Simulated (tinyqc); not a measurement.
Quantum-well laser, gain and threshold: course of the iteration: threshold density by Newton steps.

One electron and one heavy-hole subband per well, parabolic, with equal sheet densities n of electrons and holes; k-conserving transitions, TE polarisation, no line broadening, so the gain starts as a step at E0 and peaks there. All wells are pumped alike.

fe = 1 - exp(-n/Nc) and fh = 1 - exp(-n/Nv) are the fillings of the two band edges; f = g0 (fe + fh - 1) - gth; f' = g0 [(1 - fe)/Nc + (1 - fh)/Nv]; n(new) = n - f/f'.

Stop when n changes by less than 1000 cm^-2, or after 30 iterations. n must stay positive.

n at the start = 1.9e12 cm^-2
Nc = 7.23539e11 cm^-2
Nv = 3.47003e12 cm^-2
g0(E0) = 8496.93 1/cm
gth = 1729.25 1/cm

Course of the iteration:

| iteration | n (cm^-2) | \|change\| (cm^-2) |
|---|---|---|
| 1 | 1.35350e12 | 5.46e11 |
| 2 | 1.43820e12 | 8.47e10 |
| 3 | 1.44140e12 | 3.20e9 |
| 4 | 1.44141e12 | 4.28e6 |
| 5 | 1.44141e12 | 7.61 |

Did this iteration meet its convergence test, and what does its course show?

Yes. Converged in 5 iterations. At the end the number of correct digits about doubles with each step.

Range of the model: The second hole subband, left out here, lies within about 2 Vt of the first in a well this wide.

Program tinyqc, `OMP_NUM_THREADS=1 python tinyqc.py 2840109 2840110 out.jsonl`; Intel Xeon 2.30GHz, shared host, one thread, about 0.02 s.
